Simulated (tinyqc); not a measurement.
Worked calculation: Stoner model of a band ferromagnet. Values are carried at full precision from step to step, so a last printed digit may differ when a step is redone from the rounded ones.

Density of states per atom and spin: flat with a rise to the top, D(e) = (M/W) [1 - sp + 4 sp (e/W + 1/2)^3]. Levels e -/+ I m/2 for up and down spin, m = n_up - n_down, n_up + n_down = nd. At zero temperature e(N) is the energy below which N states lie, and E(m) = sum over spins of integral e D de - I m^2/4.

Parameters, chosen for this exercise:

| symbol | value | unit | meaning |
|---|---|---|---|
| W | 4.2 | eV | band width, e from -W/2 to W/2 |
| M | 5 |  | states per atom and spin |
| nd | 7.1 |  | electrons per atom |
| sp | 0.47 |  | shape parameter |
| I | 0.71 | eV | Stoner parameter |

## The paramagnetic state and the Stoner criterion

Find EF from nd/2 states per spin, D(EF) and the product I D(EF); below 1 the susceptibility is enhanced by 1/(1 - I D).

EF = 1.5049 eV
D(EF) = 2.0462 1/eV
I D(EF) = 1.4528

The paramagnet is unstable.

## Energy against moment

Tabulate the splitting that the band needs, e(n_up) - e(n_down), against I m, and E(m) - E(0), at nine moments up to saturation m_max = min(nd, 2M - nd).

Energy curve:

| m | e(n_up) (eV) | e(n_down) (eV) | difference (eV) | I m (eV) | E - E(0) (meV) |
|---|---|---|---|---|---|
| 0.000 | 1.5049 | 1.5049 | 0.0000 | 0.0000 | 0.0 |
| 0.362 | 1.5913 | 1.4140 | 0.1773 | 0.2574 | -7.3 |
| 0.725 | 1.6737 | 1.3181 | 0.3556 | 0.5148 | -29.0 |
| 1.087 | 1.7523 | 1.2165 | 0.5357 | 0.7721 | -64.8 |
| 1.450 | 1.8275 | 1.1086 | 0.7188 | 1.0295 | -114.5 |
| 1.812 | 1.8996 | 0.9937 | 0.9060 | 1.2869 | -177.2 |
| 2.175 | 1.9690 | 0.8707 | 1.0983 | 1.5442 | -252.2 |
| 2.538 | 2.0357 | 0.7385 | 1.2972 | 1.8016 | -338.5 |
| 2.900 | 2.1000 | 0.5960 | 1.5040 | 2.0590 | -434.6 |

dE/dm is half of (difference - I m), so E falls wherever I m exceeds the difference.

## The ground state

Take the lowest of E(0), the stationary points e(n_up) - e(n_down) = I m, and saturation.

m = 2.900 muB
exchange splitting I m = 2.059 eV
E - E(0) = -434.6 meV

n_up, n_down: 5.000  2.100

The moment is saturated (a strong ferromagnet): the majority band is full.

## Checks

- States in the band over M against 1: both 1.000000.

Run: tinyqc, `OMP_NUM_THREADS=1 python tinyqc.py 1651243 1651244 out.jsonl`; Intel(R) Xeon(R) Processor @ 2.30GHz, one thread, shared host; about 0.2 s of CPU time with all checks.
